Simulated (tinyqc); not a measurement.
Gate-all-around wire with two subbands, quantum capacitance: two steps of the calculation.

phi is the Fermi level above the lowest subband edge, in volts; Vg is counted from the gate voltage at which an empty wire would have phi = 0. Both directions of motion are filled (equilibrium).

Inputs (values chosen for the exercise):
- T = 77 K (temperature)
- md = 0.1 m0 (mass along the wire)
- gv = 1 (valley degeneracy)
- E2 = 0.2 eV (second subband above the first)
- g2 = 2 (orbital degeneracy of the second subband)
- Vg = 0.77 V (gate voltage)

Constants: q = 1.602176634e-19 C, kB = 1.380649e-23 J/K, hbar = 1.054571817e-34 J s, m0 = 9.1093837015e-31 kg, Vt = kB T/q. Results are converted to the units shown.

Question 1. New phi. N1 = gv sqrt(2 md m0 kB T/(pi hbar^2)); n1 = N1 F(phi/Vt), n2 = g2 N1 F((phi - E2)/Vt), n = n1 + n2, F(e) = (1/sqrt(pi)) int_0^infinity u^(-1/2) du/(1 + exp(u - e)); Cq = q dn/dphi = (q N1/Vt) [F'(phi/Vt) + g2 F'((phi - E2)/Vt)]. Newton: f = phi + q (n)/Cox - Vg, phi(new) = phi - f/(1 + (Cq)/Cox).

phi after iteration 1 = 0.35219385 V
Cox = 6.3113648 pF/cm

Find: n1; n2; Cq; f; phi after iteration 2.

Answer 1.

n1 = 6.1199e6 cm^-1
n2 = 8.0409e6 cm^-1
Cq = 5.6387 pF/cm
f = -0.058325 V
phi after iteration 2 = 0.38300 V

Question 2. Charge and capacitances at the solution. 1/C_G = 1/Cox + 1/(Cq); dphi/dVg = Cox/(Cox + Cq).

converged phi = 0.38360379 V
Cox = 6.3113648 pF/cm

Wanted: n; Cq; C_G; dphi/dVg.

Answer 2.

n = 1.522e7 cm^-1
Cq = 5.197 pF/cm
C_G = 2.850 pF/cm
dphi/dVg = 0.5484

Cq is 0.823 times Cox, so C_G is 45.2 % of Cox; 49.8 % of the gate voltage has gone into phi.

tinyqc, about 0.01 s, one thread, Intel Xeon 2.30GHz (shared host): `OMP_NUM_THREADS=1 python tinyqc.py 2200069 2200070 out.jsonl`
